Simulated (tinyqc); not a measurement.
Valley splitting of a silicon quantum well in envelope theory: sweeps and comparisons. A value that a table varies takes the place of the one given here.

The well lies at 0 < z < L; U(z) = V0 [1/(1 + exp(z/w)) + 1/(1 + exp((L - z)/w))] - e F z, 1 mV/nm = 1e-4 eV/angstrom. The envelope psi solves -(c/ml) psi'' + U psi = E psi, c = hbar^2/2m0, by three-point differences on a grid of 0.1 angstrom from -40 to L + 40 angstrom. The two valleys at +/- k0 couple through D = C0 times the integral of exp(-i q z) U(z) psi^2, q = 2 k0 (2 pi/a), and split by Ev = 2|D|.

Random alloy: with Y(z) = Yw + (Yb - Yw) B(z), B the bracket in U, and in-plane density exp(-r^2/ad^2)/(pi ad^2), D gains a random complex part of variance sigma^2 = (C0^2/pi)(a^2 V0/(8 ad (Yb - Yw)))^2 (4/a) times the integral of psi^4 Y (1 - Y). Alone it gives a mean splitting sqrt(pi) sigma; together with the smooth part the rms splitting is 2 sqrt(|D|^2 + sigma^2).

Constants: hbar^2/2m0 = 3.80998211 eV angstrom^2.

Values chosen for the exercise (near those of a strained Si well in SiGe; the results hold for these values, not for the real material):
- L = 64 angstrom (well width)
- V0 = 0.16 eV (conduction offset)
- ml = 0.909 m0 (mass along z)
- F = 12.1 mV/nm (field pressing towards the upper interface)
- k0 = 0.845 2 pi/a (valley position)
- a = 5.431 angstrom (lattice constant)
- C0 = 0.255 (Bloch overlap factor)
- Yb = 0.24 (Ge share of the barrier)
- Yw = 0.02 (Ge share of the well)
- ad = 140 angstrom (dot radius)
- ws = (0.3, 0.6, 1.1, 1.4, 2.2, 3.1, 4.6) angstrom (interface widths)
- Ls = (64, 65.4, 66.7, 68.1, 69.4, 70.8, 72.1, 73.5) angstrom (widths in steps of one atomic layer, a/4, rounded to the grid)
- F2 = 1 mV/nm (second field, zero or weak)
- w1 = 0.5 angstrom (interface width for this table)
- w = 0.5 angstrom (interface width parameter)

## Sharpness of the interface

The smooth part 2|D| and the disorder part against w, beside y/sinh(y) with y = pi q w. The 12 to 88 % width of the step is 4w.

Results:
```
w (angstrom),4w (angstrom),2|D| (micro-eV),y/sinh(y),sqrt(pi) sigma (micro-eV)
0.3,1.2,190.04,0.60,98.3
0.6,2.4,59.89,0.19,98.5
1.1,4.4,5.35,0.016,99.1
1.4,5.6,1.12,0.0032,99.5
2.2,8.8,0.01,3.7e-05,101.1
3.1,12.4,0.00,2.0e-07,103.5
4.6,18.4,0.00,3.0e-11,108.9
```

The smooth part needs a Fourier component of U psi^2 at a wavelength of 3.21 angstrom; from the first row to the third it falls by a factor 35.5, while y/sinh(y) falls by 38.1 (the envelope near the step and the phase between the two interfaces change too). The disorder part goes from 98.3 to 108.9 micro-eV, growing as the electron overlaps more alloy. It takes over between w = 0.3 and 0.6 angstrom, that is a step 1.2 to 2.4 angstrom wide, with 1.36 angstrom to an atomic layer.

## Adding atomic layers

The smooth splitting Ev = 2|D| with w = w1, at the field F2 and at F.

Results:
```
L (angstrom),q L mod 2 pi,Ev at F2 (micro-eV),Ev at F (micro-eV)
64.0,5.75,23.6,91.7
65.4,2.21,15.8,91.4
66.7,4.75,27.1,91.7
68.1,1.20,7.45,91.3
69.4,3.74,24.2,91.6
70.8,0.20,13.0,91.4
72.1,2.74,17.0,91.4
73.5,5.48,18.8,91.5
```

At F2 the splitting swings between 7.45 and 27.1 micro-eV, a ratio of 3.64, as the two interfaces add with the phase q L, which advances on average by 2.65 rad a layer. At F the ratio is 1.00, where in the first row psi^2 at the upper interface is 247 times that at the lower one: one interface dominates and the interference fades.

## What each parameter does

Orbital spacing, psi^2 at z = L, the smooth splitting and sigma; V0 is held fixed when Yw changes. Each row changes one parameter from the base and keeps the others.

Results:
```
case,E2 - E1 (meV),psi^2(L) (1e-3/angstrom),2|D| (micro-eV),sigma (micro-eV)
base,33.25,7.397,91.71,55.5
ad = 180 angstrom,33.25,7.397,91.71,43.2
Yw = 0.05,33.25,7.397,91.71,99.0
L = 70 angstrom,32.37,7.375,91.55,55.4
V0 = 0.2 eV,33.65,5.870,91.71,69.2
w = 0.35 angstrom,33.23,7.490,161.62,55.5
F = 18.15 mV/nm,41.55,11.098,138.06,59.9
k0 = 0.825 2 pi/a,33.25,7.397,98.59,55.5
C0 = 0.306,33.25,7.397,110.05,66.6
```

The largest shifts from the base row, up to three for each result and ties (the steps differ in size, so this ranks the rows, not the parameters). E2 - E1 (meV): F +8.30, L -0.88, V0 +0.41; unchanged at the printed digits by ad, Yw, k0 and C0. psi^2(L) (1e-3/angstrom): F +3.701, V0 -1.527, w +0.093; unchanged at the printed digits by ad, Yw, k0 and C0. 2|D| (micro-eV): w +69.92, F +46.36, C0 +18.34; unchanged at the printed digits by ad, Yw and V0. sigma (micro-eV): Yw +43.5, V0 +13.6, ad -12.3; unchanged at the printed digits by w and k0.

Run: tinyqc, `OMP_NUM_THREADS=1 python tinyqc.py 1250501 1250502 out.jsonl`; Intel(R) Xeon(R) Processor @ 2.30GHz, one thread, shared host; about 0.06 s of CPU time with all checks.
